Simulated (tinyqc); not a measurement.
# Undoped symmetric double-gate MOSFET, analytic potential model: several studies

An undoped body of thickness ts between two equal insulators and tied gates; long channel, electrons only, n = ni exp((psi - V)/Vt) with V the quasi-Fermi potential (0 at the source, Vd at the drain), constant mobility, no quantisation. Across the body psi(x) = V - 2 Vt ln[(ts/(2 beta)) sqrt(q ni/(2 eps0 eps_r Vt)) cos(2 beta x/ts)], x from the centre. Q is the electron charge per area of the whole body.

Parameters, values chosen for the exercise; material values close to those of germanium:
```
symbol    value        unit                                             meaning
T           300           K                                         temperature
Eg        0.663          eV                                            band gap
eps_r      16.3                      relative permittivity of the semiconductor
Nc      1.04e19       cm^-3              conduction-band density of states at T
Nv      6.06e18       cm^-3                 valence-band density of states at T
eox        21.9                     relative permittivity of the gate insulator
tox         6.2          nm                                 insulator thickness
ts            5          nm                                      body thickness
dphi      -0.01           V  gate work function less that of the intrinsic body
mu          290  cm^2/(V s)                                    channel mobility
L           0.2          um                                         gate length
Vd          0.8           V                                       drain voltage
```

Constants: q = 1.602176634e-19 C, kB = 1.380649e-23 J/K, Vt = kB T/q, eps0 = 8.8541878128e-14 F/cm where lengths are in cm. Results are converted to the units shown.

Each table varies one quantity; the others keep the values above.

## Transfer curve and volume inversion

ni = sqrt(Nc Nv) exp(-Eg/(2 Vt)), Eg in volts; r = eps_r tox/(eox ts); V0 = dphi + 2 Vt ln[(2/ts) sqrt(2 eps0 eps_r Vt/(q ni))]. beta (between 0 and pi/2) solves (Vg - V0 - V)/(2 Vt) = ln(beta) - ln(cos beta) + 2 r beta tan(beta). Q = 8 eps0 eps_r Vt beta tan(beta)/ts; I = mu (1/L)(4 eps0 eps_r/ts)(2 Vt)^2 [g(beta_s) - g(beta_d)] per width, g = beta tan(beta) - beta^2/2 + r beta^2 tan^2(beta), with beta_s at V = 0 and beta_d at V = Vd. The drop is psi(surface) - psi(centre) at the source end; C = dQs/dVg, Cg = 2 eps0 eox/tox; gm = dI/dVg.

Transfer curve and volume inversion:
```
Vg (V)  Qs (nC/cm^2)  drop (mV)       C/Cg  I (uA/um)  gm/I (1/V)
0.02       0.0054757  2.3713e-4  3.3861e-5  2.0526e-4      38.681
0.11         0.17776  0.0076975  0.0010978  0.0066676      38.657
0.19          3.8213    0.16531   0.022990    0.14524      38.150
0.28          74.363     3.1546    0.29883     3.5405      30.455
0.37          345.93     13.644    0.62036     28.996      17.299
0.46          736.35     26.360    0.74914     98.838      10.802
0.54          1127.1     36.952    0.80779     206.64      7.9092
0.63          1594.2     47.554    0.84865     383.96      6.0206
0.72          2080.1     56.832    0.87586     623.55      4.8371
```

The current rises from 2.05e-4 to 624 uA/um. In the first row gm/I is 38.7 1/V, within 0.01 % of 1/Vt: with no depletion charge the whole body follows the gate, and the swing is ideal. The drop between surface and centre goes from 2.4e-4 to 56.8 mV and passes Vt at Vg = 0.46 V among the rows; below that the density varies across the body by less than a factor of e (volume inversion). C reaches 0.88 of Cg in the last row. For Vg = 0.37 to 0.72 V the surface density at the source passes 0.3 Nc, where Boltzmann statistics fail. For Vg = 0.54 to 0.72 V mu V/L, with V the smaller of Vd and Vg - V0, passes 3e6 cm/s, so velocity saturation would lower the current. In every row the body is thin enough for quantum confinement, left out here, to raise the threshold.

## Effect of the gate work function less that of the intrinsic body

Q = 8 eps0 eps_r Vt beta tan(beta)/ts; I = mu (1/L)(4 eps0 eps_r/ts)(2 Vt)^2 [g(beta_s) - g(beta_d)] per width, g = beta tan(beta) - beta^2/2 + r beta^2 tan^2(beta), with beta_s at V = 0 and beta_d at V = Vd.  I(low) is taken at Vg = 0.07 V, Qs and I(high) at Vg = 0.82 V.

Result of one run:
```
dphi (V)   V0 (V)  I(low) (nA/um)  Qs(high) (nC/cm^2)  I(high) (uA/um)
0.04      0.36986         0.20526              2355.9           784.33
```

What becomes of these results when the gate work function less that of the intrinsic body dphi is changed from 0.04 to 0.09 V, all else the same?

Result of the changed run:
```
dphi (V)   V0 (V)  I(low) (nA/um)  Qs(high) (nC/cm^2)  I(high) (uA/um)
0.09      0.41986        0.029673              2080.1           623.55
```

The whole series:
```
dphi (V)   V0 (V)  I(low) (nA/um)  Qs(high) (nC/cm^2)  I(high) (uA/um)
-0.16     0.16986          450.33              3487.4           1630.6
-0.11     0.21986          67.509              3201.1           1388.2
-0.06     0.26986          9.8136              2916.9           1166.5
-0.01     0.31986          1.4198              2635.0           965.23
0.04      0.36986         0.20526              2355.9           784.33
0.09      0.41986        0.029673              2080.1           623.55
0.14      0.46986       0.0042894              1808.3           482.62
```

As dphi goes from -0.16 to 0.14 V, I(low) falls from 450 to 0.00429 nA/um and I(high) falls from 1630 to 483 uA/um. V0 rises from 0.170 to 0.470 V. In every row the surface density at the source at the higher gate voltage passes 0.3 Nc, where Boltzmann statistics fail. In every row mu V/L at the higher gate voltage, with V the smaller of Vd and Vg - V0, passes 3e6 cm/s, so velocity saturation would lower the current. In every row the body is thin enough for quantum confinement, left out here, to raise the threshold.

## Effect of the insulator thickness

Same model as above.

The same in every row: V0 (V) = 0.31986.

Effect of the insulator thickness:
```
tox (nm)  I(low) (nA/um)  Qs(high) (nC/cm^2)  I(high) (uA/um)
2.1               1.4199              6892.8           2335.2
3                 1.4199              5031.4           1752.8
4.3               1.4198              3654.7           1306.7
6.2               1.4198              2635.0           965.23
8.9               1.4197              1903.0           712.53
13                1.4196              1349.5           516.00
19                1.4194              953.71           371.84
```

As tox goes from 2.1 to 19 nm, I(low) stays near 1.42 nA/um and I(high) falls from 2340 to 372 uA/um. On average I(low) is independent of tox and I(high) goes as tox^(-0.83). Below threshold no voltage drops over the insulator in this long-channel model, so its thickness does not matter there. In every row the surface density at the source at the higher gate voltage passes 0.3 Nc, where Boltzmann statistics fail. In every row mu V/L at the higher gate voltage, with V the smaller of Vd and Vg - V0, passes 3e6 cm/s, so velocity saturation would lower the current. In every row the body is thin enough for quantum confinement, left out here, to raise the threshold.

Program tinyqc, `OMP_NUM_THREADS=1 python tinyqc.py 2440116 2440117 out.jsonl`; Intel Xeon 2.30GHz, shared host, one thread, about 0.03 s.
